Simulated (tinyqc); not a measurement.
# MESFET, gradual channel with velocity saturation: two studies

A uniformly doped n-type channel, depleted from the top by a Schottky gate; at channel potential V the depleted share of a is u = sqrt((Vbi - Vg + V)/Vp), s at the source. Electrons drift with v = mu E/(1 + mu E/vsat). Abrupt depletion edge, no series resistance, source at 0.

Parameters, values chosen for the exercise; material values those of a made-up semiconductor:
- T = 300 K (temperature)
- eps_r = 13.5 (relative permittivity of the semiconductor)
- Nc = 2.78e19 cm^-3 (conduction-band density of states at T)
- Nd = 2.9e16 cm^-3 (donor density of the channel)
- a = 500 nm (channel thickness)
- mu = 750 cm^2/(V s) (low-field mobility at this doping)
- vsat = 1.3e7 cm/s (saturation velocity)
- L = 10 um (gate length)
- W = 200 um (gate width)
- phiB = 0.71 V (Schottky barrier)
- Vg = 0 V (gate voltage)

Constants: q = 1.602176634e-19 C, kB = 1.380649e-23 J/K, Vt = kB T/q, eps0 = 8.8541878128e-14 F/cm where lengths are in cm. Results are converted to the units shown.

Each table varies one quantity; the others keep the values above.

## Output curve

Vbi = phiB - Vt ln(Nc/Nd); Vp = q Nd a^2/(2 eps0 eps_r); G0 = q mu Nd a W/L; Z = mu Vp/(vsat L); s = sqrt((Vbi - Vg)/Vp). I = (G0 Vp/3) F/(1 + Z (u^2 - s^2)), F = 3 (u^2 - s^2) - 2 (u^3 - s^3), with u at V = Vd; Z = 0 gives constant mobility, for which u stops at 1. The current peaks at u = um, the root of (1 - u)(1 + Z (u^2 - s^2)) = Z F/3; beyond Vdsat = Vp (um^2 - s^2) it is held at that value.

Output curve:
```
Vd (V)  u (at most 1)  I for Z = 0 (mA)  I (mA)
0.8            0.5237             1.576   1.507
1.33           0.6191             2.365   2.197
1.85           0.7002             2.980   2.693
2.38           0.7742             3.465   3.046
2.9            0.8405             3.813   3.266
3.42           0.9019             4.046   3.379
3.95           0.9605             4.172   3.402
4.48            1.000             4.198   3.402
5               1.000             4.198   3.402
```

With constant mobility the current rises from 1.58 to 4.20 mA and saturates at pinch-off, Vd = 4.33 V; with Z = 0.280 it saturates at 3.79 V and 3.40 mA. The two differ by 4.4 % in the first row and 19 % in the last.

## Effect of the channel thickness on saturation

Same model as above.

gm = G0 (um - s)/(1 + Z (um^2 - s^2)).

Effect of the channel thickness on saturation:
```
a (nm)       Z      um  Vdsat (V)  Isat (mA)  Isat for Z = 0 (mA)  gm (mS)
310     0.1078  0.9850      1.280     0.5618               0.6042   0.9075
380     0.1619  0.9714      2.116      1.311                1.477    1.265
460     0.2373  0.9534      3.206      2.590                3.097    1.606
560     0.3516  0.9286      4.723      4.829                6.261    1.942
680     0.5185  0.8976      6.708      8.412                12.08    2.235
820     0.7539  0.8616      9.169      13.71                22.26    2.466
1000     1.121  0.8175      12.46      22.04                41.85    2.644
```

What does the comparison show?

As a goes from 310 to 1000 nm, Vdsat rises from 1.28 to 12.5 V, Isat rises from 0.562 to 22.0 mA and gm rises from 0.907 to 2.64 mS. Isat is 0.930 of the constant-mobility value in the first row and 0.527 in the last.

Numbers from tinyqc (`OMP_NUM_THREADS=1 python tinyqc.py 2500038 2500039 out.jsonl`; about 0.04 s on one thread of a shared Intel Xeon 2.30GHz).
